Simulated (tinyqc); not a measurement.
A double barrier with mass mismatch, transfer matrices: one step of the calculation.

One electron of energy E comes from the left lead (band edge 0); no transverse momentum. Parabolic bands, masses in units of m0, C = hbar^2/(2 m0); psi and psi'/m are continuous at every interface. Barrier d1, well Lw, barrier d2; the right lead equals the left one.

Task. Product of the matrices. The matrix of the later layer stands to the left: M = M_n ... M_2 M_1; det M = 1.

M of layer 1:
```
              1             2
1  -0.092088138    0.23471485
2    -4.2243590  -0.092088138
```

M of layer 2:
```
             1             2
1  -0.59269385  -0.079002441
2    8.2113159   -0.59269385
```

M of layer 3:
```
              1             2
1  -0.092088138    0.23471485
2    -4.2243590  -0.092088138
```

Wanted: M.

Result.

M:
```
         1        2
1  0.37443  0.47732
2  -1.8013  0.37443
```

Range of the model: Masses are held fixed, although real bands cease to be parabolic a few tenths of an eV from their edges (inside a barrier too).

Program tinyqc, `OMP_NUM_THREADS=1 python tinyqc.py 2560029 2560030 out.jsonl`; Intel Xeon 2.30GHz, shared host, one thread, about 0.04 s.
